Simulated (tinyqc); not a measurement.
Floating body of a partially depleted SOI transistor: body voltage and kink: two steps of the calculation.

Source at 0 V. Channel current Ic = 2 nf K Vt^2 [F(0) - F(Vd)](1 + la Vd), F(V) = ln^2(1 + exp((Vg - VT - nf V)/(2 nf Vt))), VT = VT0 - gb Vb. Saturation voltage Vs = 2 Vt sqrt(F(0)) + 3 Vt, excess Ve = (Vd - Vs + sqrt((Vd - Vs)^2 + 0.0004 V^2))/2, multiplication M1 = Ai Ve exp(-Bl/Ve). Each junction passes D(v) = J1 (exp(v/Vt) - 1) + J2 (exp(v/(2 Vt)) - 1). Bipolar current Ib = bb J1 (exp(Vb/Vt) - 1). The body settles where M1 (Ic + Ib) = D(Vb) + D(Vb - Vd) + Vb/Rb; drain current Id = (1 + M1)(Ic + Ib) - D(Vb - Vd).

Values chosen for this exercise; values of the order met in partially depleted silicon-on-insulator transistors:
- T = 300 K (temperature)
- VT0 = 0.45 V (threshold at zero body voltage)
- gb = 0.27 (fall of the threshold per volt of body voltage)
- nf = 1.17 (slope factor)
- K = 580 uA/(V^2 um) (gain factor per width)
- la = 0.03 1/V (channel-length modulation factor)
- Ai = 2.38 1/V (impact-ionisation prefactor)
- Bl = 4.6 V (impact-ionisation voltage)
- J1 = 8.7e-13 uA/um (diffusion saturation current of each junction)
- J2 = 4.6e-9 uA/um (recombination saturation current of each junction)
- bb = 0 (gain of the lateral bipolar transistor on the diffusion current)
- Rb = 1e9 kohm um (resistance of a weak body tie to the source (1e9 stands for no tie, and the term is then dropped))
- Vg = 0.63 V (gate voltage)
- Vd = 1 V (drain voltage)

Constants: q = 1.602176634e-19 C, kB = 1.380649e-23 J/K, Vt = kB T/q. Results are converted to the units shown.

Problem 1. New Vb. Current into the body I_in = M1 (Ic + Ib) - D(Vb - Vd), current out I_out = D(Vb) + Vb/Rb; f = ln(I_in/I_out), s = df/dVb by central differences over 1e-5 V, Vb(new) = Vb - f/s.

Vb at the start = 0.55 V

Wanted: Ic; Ve; M1; I_in; I_out; f; s; Vb after iteration 1.

Solution 1.

Ic = 27.59 uA/um
Ve = 0.6416 V
M1 = 0.001175
I_in = 0.03243 uA/um
I_out = 0.001702 uA/um
f = 2.947
s = -37.79 1/V
Vb after iteration 1 = 0.6280 V

Problem 2. Drain current with floating and with grounded body. Id and VT at the converged Vb, Id at Vb = 0, their ratio, and the bipolar share Ib/(Ic + Ib).

converged Vb = 0.62576160 V

Wanted: VT; Id, floating; Id, grounded; ratio; bipolar share.

Solution 2.

VT = 0.28104 V
Id, floating = 31.151 uA/um
Id, grounded = 8.5892 uA/um
ratio = 3.6267
bipolar share = 0.0000 %

The body rises to 0.626 V and lowers the threshold by 169 mV.

Range of the model: The multiplication law is an empirical form chosen for the exercise; self-heating and capacitive coupling to the body are left out, and the linear laws are rough once Vb passes about 0.7 V or M1 about 0.1.

Numbers from tinyqc (`OMP_NUM_THREADS=1 python tinyqc.py 2182236 2182237 out.jsonl`; about 0.2 s on one thread of a shared Intel Xeon 2.30GHz).
